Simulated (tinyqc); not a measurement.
Defect-molecule model of a vacancy with Jahn-Teller distortion: sweeps and comparisons. A value that a table varies takes the place of the one given here.

Four dangling hybrids a, b, c, d point into the vacancy: H_ii = E0, and -gm between any two. A tetragonal distortion Q pairs a with b and c with d: those two couplings become -gm - I Q and the other four -gm + I Q/2, at an elastic cost k Q^2/2. The a1 level holds two electrons; charge states 2+, + and 0 put n = 0, 1, 2 more into the lowest level of t2 origin. Energy from the 2+ state at Q = 0, with the Fermi level mu counted from Ev: W_n(Q) = n (et - 2 I Q) + k Q^2/2 + Uc n (n - 1)/2 - n mu. et = E0 + gm is the undistorted t2 level.

Constants: kB = 8.617333262e-05 eV/K.

Values chosen for the exercise (of the size used for the vacancy in silicon; the results hold for these values, not for the real material): E0 = -0.15 eV (level of a dangling hybrid, from Ev); gm = 0.41 eV (coupling between two dangling hybrids); I = 1.17 eV/angstrom (Jahn-Teller coupling); k = 17.9 eV/angstrom^2 (force constant of the mode); Uc = 0.25 eV (repulsion of two electrons in one orbital); T = 77 K (temperature); mu1 = -0.04 eV (first Fermi level).

## Occupation against the Fermi level

Weights g_n exp(-W_n/kT) with W_n = n et - n^2 E_JT + Uc n (n - 1)/2 - n mu, E_JT = 2 I^2/k, degeneracies 1, 6 (spin and three axes) and 3; mu = mu1 + 0.03 j eV.

Shares:
```
mu (eV)      2+       +       0  mean charge
-0.04    1.0000  0.0000  0.0000       2.0000
-0.01    1.0000  0.0000  0.0000       2.0000
0.02     1.0000  0.0000  0.0000       2.0000
0.05     0.9984  0.0011  0.0005       1.9980
0.08     0.1986  0.0202  0.7812       0.4173
0.11     0.0000  0.0003  0.9997       0.0003
0.14     0.0000  0.0000  1.0000       0.0000
0.17     0.0000  0.0000  1.0000       0.0000
0.20     0.0000  0.0000  1.0000       0.0000
```

U_eff = Uc - 2 E_JT = -0.056 eV and kT = 6.6 meV. The + state reaches at most 2.02 % on these rows, at mu = 0.08 eV. It is the only paramagnetic state, so such a defect shows little spin resonance in the dark. The mean charge goes from 2.00 to 0.00. Rows with mu < 0 lie in the valence band and are formal.

## When U turns negative

The force constant is varied. E_JT = 2 I^2/k, E(2+/+) = et - E_JT, E(+/0) = et - 3 E_JT + Uc, U_eff = Uc - 2 E_JT.

Against k:
```
k (eV/angstrom^2)  E_JT (eV)  (2+/+) (eV)  (+/0) (eV)  U_eff (eV)  Q of the neutral state (angstrom)
8                     0.3422      -0.0822     -0.5167     -0.4345                             0.5850
12                    0.2281       0.0319     -0.1744     -0.2063                             0.3900
16                    0.1711       0.0889     -0.0033     -0.0922                             0.2925
24                    0.1141       0.1459      0.1678      0.0219                             0.1950
32                    0.0856       0.1744      0.2533      0.0789                             0.1462
48                    0.0570       0.2030      0.3389      0.1359                             0.0975
64                    0.0428       0.2172      0.3817      0.1644                             0.0731
96                    0.0285       0.2315      0.4244      0.1930                             0.0488
```

k at which U_eff = 0 = 21.90 eV/angstrom^2

Levels below 0 lie in the valence band. U_eff is negative for k below 4 I^2/Uc = 21.9: 3 of the 8 rows. The gain grows as n^2, so the second electron wins 3 E_JT where the first wins E_JT. For a stiff lattice the levels tend to et = 0.260 and et + Uc = 0.510 eV. Distortions above about 0.5 angstrom (1 of the rows) are beyond a linear coupling.

## What each parameter does

E_JT = 2 I^2/k, E(2+/+) = et - E_JT, E(+/0) = et - 3 E_JT + Uc, U_eff = E(+/0) - E(2+/+); a1 level E0 - 3 gm. Each row changes one parameter from the base and keeps the others.

Results:
```
case                     (2+/+) (eV)  (+/0) (eV)  U_eff (eV)  a1 (eV)
base                          0.1071      0.0512     -0.0559  -1.3800
E0 = -0.1 eV                  0.1571      0.1012     -0.0559  -1.3300
gm = 0.45 eV                  0.1471      0.0912     -0.0559  -1.5000
I = 1.287 eV/angstrom         0.0749     -0.0452     -0.1201  -1.3800
k = 19.69 eV/angstrom^2       0.1210      0.0929     -0.0281  -1.3800
Uc = 0.31 eV                  0.1071      0.1112      0.0041  -1.3800
```

The largest shifts from the base row, up to three for each result and ties (the steps differ in size, so this ranks the rows, not the parameters). (2+/+) (eV): E0 +0.0500, gm +0.0400, I -0.0321; unchanged at the printed digits by Uc. (+/0) (eV): I -0.0964, Uc +0.0600, E0 +0.0500. U_eff (eV): I -0.0642, Uc +0.0600, k +0.0278; unchanged at the printed digits by E0 and gm. a1 (eV): gm -0.1200, E0 +0.0500; unchanged at the printed digits by I, k and Uc. E0 and gm move both levels alike, so U_eff depends on I, k and Uc alone.

(tinyqc, `OMP_NUM_THREADS=1 python tinyqc.py 1450346 1450347 out.jsonl`, Intel(R) Xeon(R) Processor @ 2.30GHz, 1 thread, shared host, about 0.01 s.)
